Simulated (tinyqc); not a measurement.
Read current of a NAND string, cells in series solved by shooting: one step of the calculation.

Cells in series, numbered from 0 at the source line (0 V) to the bit line, each followed by a gap resistance Rg. A cell with gate Vg, threshold VT, source Vs and drain Vd passes I = 2 nf K Vt^2 [F(Vs) - F(Vd)]/(1 + th max(Vg - VT, 0)), F(V) = ln^2(1 + exp((Vg - VT - nf V)/(2 nf Vt))). The selected cell has Vg = Vr, the others Vg = Vp.

Problem. Node voltages for a trial current. For a trial current I start at 0 V and, cell by cell (the selected one is cell 5), solve for the drain: sqrt(F(Vd)) = sqrt(F(Vs) - I/k), k = 2 nf K Vt^2/(1 + th max(Vg - VT, 0)), Vd = [Vg - VT - 2 nf Vt ln(exp(sqrt F) - 1)]/nf, then add I Rg.

Inputs (values chosen for the exercise); values of the order met in vertical NAND strings:
- T = 358 K (temperature)
- K = 19 uA/V^2 (gain factor of a cell)
- nf = 2.4 (slope factor)
- th = 0.1 1/V (mobility reduction factor)
- Rg = 20 kohm (resistance of the gap between cells)
- Vbl = 0.3 V (bit-line voltage)
- Vp = 8 V (pass voltage)
- Vr = 1.53 V (read voltage on the selected word line)

Constants: q = 1.602176634e-19 C, kB = 1.380649e-23 J/K, Vt = kB T/q. Results are converted to the units shown.

first trial current = 0.7 uA
thresholds from the source end, cell 0 to 5 (V): [-0.8, -0.8, -0.8, -0.8, -0.8, 0.6]

Give: node voltage after each cell and gap, trial 1.

Solution.

node voltage after each cell and gap, trial 1, cell 0 to 5 (V): [0.021879, 0.043806, 0.065781, 0.087804, 0.10988, 0.19409]

Program tinyqc, `OMP_NUM_THREADS=1 python tinyqc.py 2142097 2142098 out.jsonl`; Intel Xeon 2.30GHz, shared host, one thread, about 0.5 s.
